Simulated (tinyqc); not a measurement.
Grain growth, pinning, strength and diffusional creep of a polycrystal or thin film: one step, computed by the program tinyqc. Command: `OMP_NUM_THREADS=1 python tinyqc.py 3005733 3005734 out.jsonl grain walk`. One thread of a shared host (Intel(R) Xeon(R) Processor @ 2.30GHz), about 0.01 s of CPU time with the checks.

One mean grain size d describes the structure.

Question. Yield stress. Hall-Petch term k_y/sqrt(d). Orowan term 3.06 x 0.4 G b ln(2 rbar/b)/(pi lambda sqrt(1 - nu)) with nu = 1/3, rbar = sqrt(2/3) r, lambda = rbar (sqrt(pi/f) - 2). The terms are added to sigma_0.

Inputs (values chosen for the exercise, modelled on nickel):

| quantity | value | unit |
|---|---|---|
| shear modulus G | 80.3 | GPa |
| Burgers vector b | 2.492 | angstrom |
| anneal temperature T | 718 | K |
| particle volume fraction f | 0.011 | - |
| particle radius r | 3.6 | nm |
| friction stress sigma_0 | 33 | MPa |
| Hall-Petch slope k_y | 0.14 | MPa m^0.5 |

Sample: bulk.

grain size d = 63.25935 nm

Give: Hall-Petch term; Orowan term; yield stress.

Answer.

Hall-Petch term = 556.6 MPa

Orowan term = 689.1 MPa

yield stress = 1279 MPa
